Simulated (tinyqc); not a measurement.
From results back to parameters: two-band tight binding of a puckered layer. Five cases, with inputs chosen for the exercise.

Problem. In the two-band model of a puckered layer with hoppings t1 to t5, along y the masses are c/(gy + ey) for electrons and c/(gy - ey) for holes, with gy = -ay^2 (t1 + t3)/4, ey = -t4 ay^2/2, c = hbar^2/2m0; the gap is 2 (t2 + 2 t1 + 2 t3 + t5). The values below come from hidden hoppings.

Constants: hbar^2/2m0 = 3.80998211 eV angstrom^2.

Case 1.

Values chosen (out of a larger set: near a published set for monolayer black phosphorus; not measured data): ay = 3.33 angstrom (period along y (zigzag)).

masses along y (m0): electron 0.840062, hole 1.126509

gap = 1.5180 eV

Case 2.

Values chosen (out of a larger set: near a published set for monolayer black phosphorus; not measured data): ay = 3.32 angstrom (period along y (zigzag)).

masses along y (m0): electron 0.840506, hole 1.125006

gap = 1.5100 eV

Case 3.

Values chosen (out of a larger set: near a published set for monolayer black phosphorus; not measured data): ay = 3.3 angstrom (period along y (zigzag)).

masses along y (m0): electron 0.850208, hole 1.179968

gap = 1.6540 eV

Case 4.

Values chosen (out of a larger set: near a published set for monolayer black phosphorus; not measured data): ay = 3.31 angstrom (period along y (zigzag)).

masses along y (m0): electron 0.852851, hole 1.111910

gap = 1.4960 eV

Case 5.

Values chosen (out of a larger set: near a published set for monolayer black phosphorus; not measured data): ay = 3.25 angstrom (period along y (zigzag)).

masses along y (m0): electron 0.879240, hole 1.189475

gap = 1.5540 eV

Find: t1 + t3, t4, t2 + t5.

Solution. The mean of c/m gives gy and half the difference ey; the gap then gives t2 + t5.

Case 1.

t1 + t3, t4, t2 + t5 (eV): -1.428  -0.104  3.615

Case 2.

t1 + t3, t4, t2 + t5 (eV): -1.437  -0.104  3.629

Case 3.

t1 + t3, t4, t2 + t5 (eV): -1.416  -0.115  3.659

Case 4.

t1 + t3, t4, t2 + t5 (eV): -1.441  -0.095  3.630

Case 5.

t1 + t3, t4, t2 + t5 (eV): -1.427  -0.107  3.631

Computed by tinyqc, one run a case: `OMP_NUM_THREADS=1 python tinyqc.py N N+1 out.jsonl` with N = 1451913, 1451915, 1452042, 1452056, 1452265; one thread of a shared Intel(R) Xeon(R) Processor @ 2.30GHz, about 0.01 s a run at most.
